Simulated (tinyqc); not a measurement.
Worked calculation: Pariser-Parr-Pople SCF with singles CI, for the molecule [CH2+]c1cccc(C=O)c1 (SMILES; centres numbered as the heavy atoms are written). One step of it, computed by the program tinyqc.

Task: PPP integrals. Mataga-Nishimoto: gamma = 14.399645/(R + a), a = 2 x 14.399645/(gamma_rr + gamma_ss); H_rr = -W_r - sum_(s != r) z_s gamma_rs; H_rs = beta for bonds.

Centres (angstrom, eV; a flat drawing with bonds scaled to 1.40 angstrom):

| centre | x | y | core charge z | W | gamma_rr |
|---|---|---|---|---|---|
| 1C | 2.769000 | -1.165000 | 1 | 11.160000 | 11.130000 |
| 2C | 1.597000 | -0.400000 | 1 | 11.160000 | 11.130000 |
| 3C | 1.674000 | 0.998000 | 1 | 11.160000 | 11.130000 |
| 4C | 0.502000 | 1.764000 | 1 | 11.160000 | 11.130000 |
| 5C | -0.747000 | 1.132000 | 1 | 11.160000 | 11.130000 |
| 6C | -0.824000 | -0.266000 | 1 | 11.160000 | 11.130000 |
| 7C | -2.073000 | -0.898000 | 1 | 11.160000 | 11.130000 |
| 8O | -3.245000 | -0.133000 | 1 | 17.700000 | 15.200000 |
| 9C | 0.348000 | -1.032000 | 1 | 11.160000 | 11.130000 |

Resonance integrals (eV):

| i | j | beta |
|---|---|---|
| 1 | 2 | -2.390000 |
| 2 | 3 | -2.390000 |
| 3 | 4 | -2.390000 |
| 4 | 5 | -2.390000 |
| 5 | 6 | -2.390000 |
| 6 | 7 | -2.390000 |
| 7 | 8 | -2.510000 |
| 6 | 9 | -2.390000 |
| 9 | 2 | -2.390000 |

Give: repulsion gamma_rs; core matrix H.

Result:

repulsion gamma_rs (eV):
```
        1C      2C      3C      4C      5C      6C      7C      8O
1C  11.130   5.346   3.873   2.881   2.621   2.881   2.344   2.001
2C   5.346  11.130   5.345   3.872   3.517   3.872   2.881   2.423
3C   3.873   5.345  11.130   5.345   3.872   3.518   2.621   2.345
4C   2.881   3.872   5.345  11.130   5.346   3.872   2.881   2.720
5C   2.621   3.517   3.872   5.346  11.130   5.345   3.872   3.698
6C   2.881   3.872   3.518   3.872   5.345  11.130   5.346   4.093
7C   2.344   2.881   2.621   2.881   3.872   5.346  11.130   5.775
8O   2.001   2.423   2.345   2.720   3.698   4.093   5.775  15.200
9C   3.873   5.346   3.872   3.517   3.872   5.345   3.872   3.001

        9C
1C   3.873
2C   5.346
3C   3.872
4C   3.517
5C   3.872
6C   5.345
7C   3.872
8O   3.001
9C  11.130
```

core matrix H (eV):
```
         1C       2C       3C       4C       5C       6C       7C       8O
1C  -36.981   -2.390    0.000    0.000    0.000    0.000    0.000    0.000
2C   -2.390  -43.764   -2.390    0.000    0.000    0.000    0.000    0.000
3C    0.000   -2.390  -41.952   -2.390    0.000    0.000    0.000    0.000
4C    0.000    0.000   -2.390  -41.596   -2.390    0.000    0.000    0.000
5C    0.000    0.000    0.000   -2.390  -43.305   -2.390    0.000    0.000
6C    0.000    0.000    0.000    0.000   -2.390  -45.433   -2.390    0.000
7C    0.000    0.000    0.000    0.000    0.000   -2.390  -40.754   -2.510
8O    0.000    0.000    0.000    0.000    0.000    0.000   -2.510  -43.756
9C    0.000   -2.390    0.000    0.000    0.000   -2.390    0.000    0.000

         9C
1C    0.000
2C   -2.390
3C    0.000
4C    0.000
5C    0.000
6C   -2.390
7C    0.000
8O    0.000
9C  -43.859
```
